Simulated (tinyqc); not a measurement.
Energy and delay of logic against supply voltage: one step of the calculation.

One expression serves below and above threshold: I(Vg) = Ik [ln(1 + exp((Vg - VT + dd V)/(al nf Vt)))]^al, with I_on = I(V) and I_off = I(0). Gate delay td = kd C V/I_on, clock period LD td. Per gate and cycle the switching energy is act C V^2 and the leakage energy I_off V LD td. No short-circuit current, no variation. Minima are sought above 0.09 V; below a few Vt gates no longer switch and the model has no meaning.

Problem. Currents, delay and energies. I_on, I_off, td, clock frequency 1/(LD td), both energies and their sum.

Parameters, values chosen for the exercise; values of the order met in logic technologies: temperature T = 300 K; threshold voltage at zero drain bias VT = 0.33 V; slope factor nf = 1.15; barrier lowering per volt of supply dd = 0.07; specific current of a gate Ik = 1.6 uA; exponent of the current law al = 1.44; load capacitance of a gate C = 0.47 fF; delay factor kd = 0.9; logic depth LD = 60; activity factor act = 0.02; supply voltage V = 0.98 V.

Constants: q = 1.602176634e-19 C, kB = 1.380649e-23 J/K, Vt = kB T/q. Results are converted to the units shown.

Wanted: I_on; I_off; td; clock frequency; switching energy; leakage energy; energy.

Solution.

I_on = 92.902 uA
I_off = 0.24259 nA
td = 4.4621 ps
clock frequency = 3.7351 GHz
switching energy = 9.0278 aJ
leakage energy = 0.063650 aJ
energy = 9.0914 aJ

I_on/I_off = 3.83e5; leakage makes up 0.700 % of the energy.

tinyqc, about 0.01 s, one thread, Intel Xeon 2.30GHz (shared host): `OMP_NUM_THREADS=1 python tinyqc.py 2082119 2082120 out.jsonl`
